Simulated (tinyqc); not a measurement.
Length of a polyene: Hueckel, PPP and singles CI along the polyenes. Computed by the program tinyqc. 

All-trans chains of carbon centres 1.40 angstrom apart:
```
parameter                               value
beta (eV), times 1 +/- alternation  -2.520000
alternation                          0.050000
W (eV)                              11.160000
gamma_rr (eV)                        9.860000
repulsion formula                          MN
```

Hueckel uses the same beta without repulsion; CIS keeps all single excitations and so misses the low, doubly excited 2Ag state. W is the valence ionisation energy of a centre, MN the Mataga-Nishimoto formula, f the oscillator strength.

Gaps and excitations (eV):
```
centres  Hueckel gap  PPP orbital gap  bright singlet (CIS)      f  lowest triplet (CIS)
2              5.292           10.326                 7.705  0.661                 2.879
4              3.414            7.900                 5.458  1.100                 1.864
6              2.559            6.685                 4.387  1.553                 1.400
8              2.074            5.956                 3.754  1.984                 1.146
10             1.764            5.472                 3.336  2.390                 0.990
12             1.549            5.129                 3.039  2.774                 0.887
```

The Hueckel gap tends to 4 x alternation x |beta| = 0.50 eV for long chains. Exchange opens the PPP orbital gap, and the attraction of electron and hole brings the bright state 2.09 eV below it at 12 centres; the triplet lies 2.15 eV lower still.
